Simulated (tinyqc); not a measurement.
Charge pumping in an n-channel transistor: two steps of the calculation.

The gate is pulsed from accumulation to inversion and back. Energies E are counted from the intrinsic level; Dit(E) = D0 [1 + b (2 E/Eg)^2]. During each edge the traps near the bands emit their carriers, and those between Eh and Ee recombine once a cycle.

Parameters, values chosen for the exercise; band and dielectric values close to those of germanium:
- T = 250 K (temperature)
- Eg = 0.654 eV (band gap)
- Nc = 7.76e18 cm^-3 (conduction-band density of states at 250 K)
- Nv = 4.53e18 cm^-3 (valence-band density of states at 250 K)
- A = 2.6 um^2 (gate area)
- D0 = 3.7e10 cm^-2 eV^-1 (trap density at midgap)
- b = 0 (rise of the trap density towards the band edges)
- sn = 1.1e-15 cm^2 (cross-section for electrons)
- sp = 1e-16 cm^2 (cross-section for holes)
- vth = 1.7e7 cm/s (thermal velocity at 250 K, one nominal value for electrons and holes)
- dV = 0.7 V (Vth - Vfb)
- Va = 2 V (pulse height)
- f = 1.1e6 Hz (frequency)
- tr = 15 ns (rise time)
- tf = 74 ns (fall time)

Constants: q = 1.602176634e-19 C, kB = 1.380649e-23 J/K, Vt = kB T/q. Results are converted to the units shown.

Problem 1. Emission levels. ni = sqrt(Nc Nv) exp(-Eg/(2 Vt)), Eg in volts; emission times te = (dV/Va) tf and th = (dV/Va) tr; Ee = -Vt ln(vth sn ni te), Eh = +Vt ln(vth sp ni th).

Find: ni; te; th; Ee; Eh.

Solution 1.

ni = 1.517e12 cm^-3
te = 25.90 ns
th = 5.250 ns
Ee = 0.1555 eV
Eh = -0.2415 eV

The window covers 60.7 % of the gap.

Problem 2. Pumped charge and current. Nit = integral of Dit from Eh to Ee = D0 [Ee - Eh + 4 b (Ee^3 - Eh^3)/(3 Eg^2)], Qcp = q A Nit, Icp = f Qcp.

Ee = 0.15545865 eV
Eh = -0.24150079 eV

Find: Nit; mean Dit; traps pumped a cycle; Icp.

Solution 2.

Nit = 1.469e10 cm^-2
mean Dit = 3.700e10 cm^-2 eV^-1
traps pumped a cycle = 381.9
Icp = 67.30 pA

Range of the model: The Fermi levels of inversion and accumulation are taken to lie beyond Ee and Eh, the flat tops to fill all traps, and no geometric current is added.

Program tinyqc, `OMP_NUM_THREADS=1 python tinyqc.py 2030119 2030120 out.jsonl`; Intel Xeon 2.30GHz, shared host, one thread, about 0.01 s.
